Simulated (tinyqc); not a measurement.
# Undoped symmetric double-gate MOSFET, analytic potential model: two studies

An undoped body of thickness ts between two equal insulators and tied gates; long channel, electrons only, n = ni exp((psi - V)/Vt) with V the quasi-Fermi potential (0 at the source, Vd at the drain), constant mobility, no quantisation. Across the body psi(x) = V - 2 Vt ln[(ts/(2 beta)) sqrt(q ni/(2 eps0 eps_r Vt)) cos(2 beta x/ts)], x from the centre. Q is the electron charge per area of the whole body.

Values chosen for this exercise; material values close to those of silicon: temperature T = 350 K; band gap Eg = 1.12 eV; relative permittivity of the semiconductor eps_r = 11.5; conduction-band density of states at T Nc = 3.47e19 cm^-3; valence-band density of states at T Nv = 3.29e19 cm^-3; relative permittivity of the gate insulator eox = 9.41; insulator thickness tox = 6.8 nm; body thickness ts = 8 nm; gate work function less that of the intrinsic body dphi = 0.18 V; channel mobility mu = 150 cm^2/(V s); gate length L = 2 um; drain voltage Vd = 0.1 V.

Constants: q = 1.602176634e-19 C, kB = 1.380649e-23 J/K, Vt = kB T/q, eps0 = 8.8541878128e-14 F/cm where lengths are in cm. Results are converted to the units shown.

Each table varies one quantity; the others keep the values above.

## Effect of the body thickness

ni = sqrt(Nc Nv) exp(-Eg/(2 Vt)), Eg in volts; r = eps_r tox/(eox ts); V0 = dphi + 2 Vt ln[(2/ts) sqrt(2 eps0 eps_r Vt/(q ni))]. beta (between 0 and pi/2) solves (Vg - V0 - V)/(2 Vt) = ln(beta) - ln(cos beta) + 2 r beta tan(beta). Q = 8 eps0 eps_r Vt beta tan(beta)/ts; I = mu (1/L)(4 eps0 eps_r/ts)(2 Vt)^2 [g(beta_s) - g(beta_d)] per width, g = beta tan(beta) - beta^2/2 + r beta^2 tan^2(beta), with beta_s at V = 0 and beta_d at V = Vd.  I(low) is taken at Vg = 0.41 V, Qs and I(high) at Vg = 1.16 V.

Effect of the body thickness:

| ts (nm) | V0 (V) | I(low) (nA/um) | Qs(high) (nC/cm^2) | I(high) (uA/um) |
|---|---|---|---|---|
| 2.7 | 0.7257 | 0.05642 | 1012 | 6.765 |
| 3.7 | 0.7067 | 0.07730 | 1021 | 6.841 |
| 5.2 | 0.6862 | 0.1086 | 1029 | 6.906 |
| 7.3 | 0.6657 | 0.1525 | 1035 | 6.952 |
| 10 | 0.6467 | 0.2088 | 1038 | 6.982 |
| 14 | 0.6264 | 0.2922 | 1041 | 7.003 |
| 20 | 0.6049 | 0.4172 | 1042 | 7.016 |

What does the table show?

As ts goes from 2.7 to 20 nm, I(low) rises from 0.0564 to 0.417 nA/um and I(high) rises from 6.76 to 7.02 uA/um. On average I(low) goes as ts^(1.00) and I(high) goes as ts^(0.02). Below threshold the charge is proportional to the cross-section of the body; above it the insulator sets the charge. In every row the surface density at the source at the higher gate voltage passes 0.3 Nc, where Boltzmann statistics fail. For ts = 2.7 to 5.2 nm the body is thin enough for quantum confinement, left out here, to raise the threshold.

## Output curve

Q = 8 eps0 eps_r Vt beta tan(beta)/ts; I = mu (1/L)(4 eps0 eps_r/ts)(2 Vt)^2 [g(beta_s) - g(beta_d)] per width, g = beta tan(beta) - beta^2/2 + r beta^2 tan^2(beta), with beta_s at V = 0 and beta_d at V = Vd.

In this table Vg = 0.96 V.

Result of one run:

| Vd (V) | Qd (nC/cm^2) | Qd/Qs | I (uA/um) |
|---|---|---|---|
| 0.27 | 122.67 | 0.19994 | 7.1904 |

What becomes of these results when the drain voltage Vd is changed from 0.27 to 0.06 V, all else the same?

Result of the changed run:

| Vd (V) | Qd (nC/cm^2) | Qd/Qs | I (uA/um) |
|---|---|---|---|
| 0.06 | 493.06 | 0.80361 | 2.4885 |

The whole series:

| Vd (V) | Qd (nC/cm^2) | Qd/Qs | I (uA/um) |
|---|---|---|---|
| 0.06 | 493.06 | 0.80361 | 2.4885 |
| 0.11 | 396.03 | 0.64546 | 4.1544 |
| 0.16 | 303.09 | 0.49399 | 5.4638 |
| 0.22 | 199.29 | 0.32481 | 6.5903 |
| 0.27 | 122.67 | 0.19994 | 7.1904 |
| 0.32 | 60.824 | 0.099133 | 7.5287 |
| 0.38 | 16.586 | 0.027032 | 7.6891 |
| 0.43 | 3.8583 | 0.0062884 | 7.7225 |
| 0.48 | 0.77173 | 0.0012578 | 7.7297 |

The current rises from 2.49 to 7.73 uA/um, while the charge at the drain end falls from 0.80 to 0.0013 of that at the source. The current first comes within 1 % of its last value at Vd = 0.38 V among the rows. Over the last rows Qd falls by a factor of e for each Vt of drain voltage: the drain end is in weak inversion. In every row the surface density at the source passes 0.3 Nc, where Boltzmann statistics fail.

Numbers from tinyqc (`OMP_NUM_THREADS=1 python tinyqc.py 2440102 2440103 out.jsonl`; about 0.02 s on one thread of a shared Intel Xeon 2.30GHz).
